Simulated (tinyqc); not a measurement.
Koster-Slater impurity in a tight-binding band, by Green functions and by supercells: one step, computed by the program tinyqc.

One orbital per site, e(k) = -2 t sum cos(k_i) over 2 direction(s), band from -4 t to 4 t, lattice constant 1. One site has the extra energy U. Spin is left out.

Question. The supercell Hamiltonian at Gamma. H_ij = -t for each bond from i to j, images included (two bonds add when N = 2); H_11 = U; sites are numbered with the last coordinate running fastest. Diagonalise.

Inputs (values chosen for the exercise, for a model band): hopping t = 0.65 eV; impurity potential U = -3.89 eV; supercell edge N = 3 sites.

Lattice: square.

Give: H; levels.

Answer.

H (eV):
```
       1      2      3      4      5      6      7      8
1  -3.89  -0.65  -0.65  -0.65   0.00   0.00  -0.65   0.00
2  -0.65   0.00  -0.65   0.00  -0.65   0.00   0.00  -0.65
3  -0.65  -0.65   0.00   0.00   0.00  -0.65   0.00   0.00
4  -0.65   0.00   0.00   0.00  -0.65  -0.65  -0.65   0.00
5   0.00  -0.65   0.00  -0.65   0.00  -0.65   0.00  -0.65
6   0.00   0.00  -0.65  -0.65  -0.65   0.00   0.00   0.00
7  -0.65   0.00   0.00  -0.65   0.00   0.00   0.00  -0.65
8   0.00  -0.65   0.00   0.00  -0.65   0.00  -0.65   0.00
9   0.00   0.00  -0.65   0.00   0.00  -0.65  -0.65  -0.65

       9
1   0.00
2   0.00
3  -0.65
4   0.00
5   0.00
6  -0.65
7  -0.65
8  -0.65
9   0.00
```

levels (eV): [-4.4145, -2.0357, -0.6500, -0.6500, -0.6500, 0.6102, 1.3000, 1.3000, 1.3000]
